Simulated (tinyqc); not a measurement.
Conductance of a narrow metal strip with scatterers (square lattice, Green functions): sweeps and comparisons. A value that a table varies takes the place of the one given here.

A strip of W sites across with hard walls, site energy 0 and hopping -t. Mode n = 1 to W has profile chi_n(j) = sqrt(2/(W + 1)) sin(n j pi/(W + 1)) and energy en = -2t cos(n pi/(W + 1)); E = en - 2t cos(kn a). With z_n = exp(i kn a) (Im k > 0 for closed modes, |z| < 1) each lead gives the self-energy -t z_n in mode n. One column carries the site energies v, here one foreign atom. In the mode basis V_nm = sum_j chi_n(j) v_j chi_m(j), G = (E - en + 2 t z_n - V)^-1, and t_nm = 2t sqrt(sin(kn a) sin(km a)) G_nm in size for open modes. T = sum |t_nm|^2, conductance (2e^2/h) T.

Constants: e^2/h = 3.874045865e-05 S.

Parameters, chosen for this exercise (hopping and spacing of the size met in Cu or Al; the lattice is a model; the results hold for these values, not for the real material): t = 1.78 eV (hopping); W = 5 (sites across); v = (0, 0, 0, 0, 4.3) eV (site energies in the scattering column); a = 2.4 angstrom (spacing); E = -2.62 eV (Fermi energy).

## Conductance steps with and without the scatterer

E is varied across the lower half of the band.

Against energy:
```
E/t    E (eV)  open modes       T  reflected
-3.30  -5.874           1  0.9937     0.0063
-2.95  -5.251           2  1.5358     0.4642
-2.65  -4.717           2  1.8749     0.1251
-2.30  -4.094           2  1.9405     0.0595
-1.95  -3.471           3  2.2618     0.7382
-1.65  -2.937           3  2.6116     0.3884
-1.30  -2.314           3  2.7488     0.2512
-0.95  -1.691           4  3.1996     0.8004
-0.65  -1.157           4  3.4099     0.5901
-0.30  -0.534           4  3.6010     0.3990
0.05    0.089           5  4.3053     0.6947
```

What can be read from the table?

The clean strip goes from 1 to 5 open modes. The reflected flux ranges from 0.006 (E/t = -3.3) to 0.800 (E/t = -0.95). A scatterer on one site acts on one combination of modes only, so it can reflect at most one unit.

## The same scatterer in wider strips

Width (W + 1) a; the strength is the entry of v largest in size. The foreign atom sits at site W/2 + 1, rounded down. Added resistance (1/T - 1/M)/(2 e^2/h), M the number of open modes.

Against width:
```
W   width (angstrom)   M        T     T/M  added resistance (ohm)
3                9.6   2   1.8725  0.9362                   439.4
4               12.0   2   1.9049  0.9525                   322.0
5               14.4   3   2.6356  0.8785                   594.8
6               16.8   4   3.4779  0.8695                   484.4
8               21.6   5   4.7326  0.9465                   145.9
10              26.4   6   5.7250  0.9542                   103.3
14              36.0   8   7.8006  0.9751                    41.2
20              50.4  12  11.6973  0.9748                    27.8
```

What can be read from the table?

The added resistance is 439 ohm at W = 3 and 27.8 at W = 20; from W = 10 to 20 it changes by a factor 0.27, where 1/M gives 0.50 and 1/M^2 gives 0.25. A point scatterer removes at most one unit of M (here 0.10 to 0.52), so its resistance is at most 1/(M (M - 1)) in units of h/2e^2, without bound for M = 1, with jumps where modes open or where the site sits near a node of the open modes; the largest value is at W = 5 (595 ohm).

## What each change does

Open modes M, T and the added resistance (1/T - 1/M)/(2 e^2/h). Each row changes one parameter from the base and keeps the others.

Results:
```
case                       M       T  added resistance (ohm)
base                       3  2.6883                     499
t = 1.851 eV               3  2.7190                     445
E = -2.48 eV               3  2.7163                     449
v = (0, 0, 0, 0, 5.59) eV  3  2.6123                     639
```

How do the results move?

The largest shifts from the base row, up to three for each result and ties (the steps differ in size, so this ranks the rows, not the parameters). M: unchanged at the printed digits by t, E and v. T: v -0.0760, t +0.0308, E +0.0280. added resistance (ohm): v +140, t -54, E -50.

Run: tinyqc, `OMP_NUM_THREADS=1 python tinyqc.py 1451639 1451640 out.jsonl`; Intel(R) Xeon(R) Processor @ 2.30GHz, one thread, shared host; about 0.01 s of CPU time with all checks.
